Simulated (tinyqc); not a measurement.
Energy relaxation with and without hot phonons: decay of LO phonons and the hot-phonon bottleneck in the cooling of electrons. Computed by tinyqc, a small Python program. Command: `OMP_NUM_THREADS=1 python tinyqc.py 3007165 3007166 out.jsonl hotphonon walk`. One thread of a shared host (Intel(R) Xeon(R) Processor @ 2.30GHz), about 0.01 s of CPU time with the checks.

n(E, T) = 1/(exp(E/(k_B T)) - 1) is the Bose occupation. Electrons have a temperature T_e; the LO modes within their reach share one occupation N; the decay products stay at the lattice temperature.

Inputs (values chosen for the exercise, modelled on indium arsenide):

| quantity | value | unit |
|---|---|---|
| LO energy hbar omega | 30.6 | meV |
| lifetime at T = 0, tau_0 | 7 | ps |
| share f of the energy in the softer product | 0.2 | - |
| lattice temperature T | 400 | K |
| electron mass m* | 0.0265 | m_0 |
| eps_inf | 11.9 | - |
| static dielectric constant eps_s | 15.1 | - |
| electron density n | 8.9e+17 | 1/cm^3 |
| density of LO modes that the electrons reach, N_m | 2.5e+19 | 1/cm^3 |

Decay channel: two unequal phonons (Ridley).

Constants: k_B = 8.617333262e-05 eV/K; c = 299792458 m/s; e^2/(4 pi eps_0) = 14.39964548 eV angstrom; hbar^2/(2 m_0) = 3.80998212 eV angstrom^2; hbar = 6.582119569e-16 eV s; e = 1.602176634e-19 C; k_B = 1.380649e-23 J/K.

Method:
- Decay rate 1/tau = (1/tau_0) [1 + n(f hbar omega) + n((1 - f) hbar omega)].
- Full width Gamma = 1/(2 pi c tau) in 1/cm, c in cm/s.
- Froehlich coupling alpha = (e^2/(4 pi eps_0)) (1/eps_inf - 1/eps_s) k_0/(2 hbar omega), k_0 = sqrt(m* hbar omega/(hbar^2/(2 m_0))); emission time tau_sp = hbar/(2 alpha hbar omega); bottleneck ratio r = (n/N_m) tau/tau_sp.
- Net emission per electron: [(N + 1) x - N]/tau_sp with x = exp(-hbar omega/(k_B T_e)), a simple two-level balance; steady state of the modes: n [(N + 1) x - N]/tau_sp = N_m (N - N_0)/tau; power per electron P = hbar omega [(N + 1) x - N]/tau_sp.
- P(T_e) = (hbar omega/tau_sp) [(N_0 + 1) x - N_0]/[1 + r (1 - x)], and r = 0 without hot phonons; energy relaxation time tau_E = (3/2) k_B (T_e - T)/P.

emission time tau_sp = 175.940 fs

equilibrium LO occupation N_0 = 0.699474

bottleneck ratio r = 0.199105

phonon lifetime tau = 0.984005 ps

Cooling:

| T_e (K) | P, cold phonons (nW) | P, hot phonons (nW) | ratio | tau_E (ps) | N |
|---|---|---|---|---|---|
| 430 | 1.2454 | 1.1200 | 1.1119 | 0.55472 | 0.70748 |
| 480 | 3.1081 | 2.8151 | 1.1041 | 0.58853 | 0.71959 |
| 550 | 5.3394 | 4.8774 | 1.0947 | 0.63691 | 0.73432 |
| 700 | 9.0236 | 8.3613 | 1.0792 | 0.74306 | 0.75922 |
| 900 | 12.426 | 11.669 | 1.0649 | 0.88739 | 0.78285 |
| 1200 | 15.735 | 14.972 | 1.0510 | 1.1066 | 0.80645 |
| 1700 | 18.938 | 18.253 | 1.0375 | 1.4750 | 0.82990 |
| 2400 | 21.352 | 20.783 | 1.0274 | 1.9929 | 0.84797 |

What does the comparison show, and why?

Reabsorption cuts the loss by a factor 1.11 at the lowest T_e and 1.03 at the highest; the factor is 1 + r (1 - x) with r = 0.199. tau_E runs from 0.55 to 2.0 ps, with its shortest value, 0.55 ps, at T_e = 430 K, against tau_sp = 180 fs and a phonon lifetime of 0.98 ps. In the coldest rows the electrons are degenerate, so (3/2) k_B (T_e - T) overstates their excess energy. Pauli blocking is left out, as are upper valleys and non-parabolic bands, which can matter above about 1000 K.

Extremes, crossings and ranges named in words are read from the listed rows.
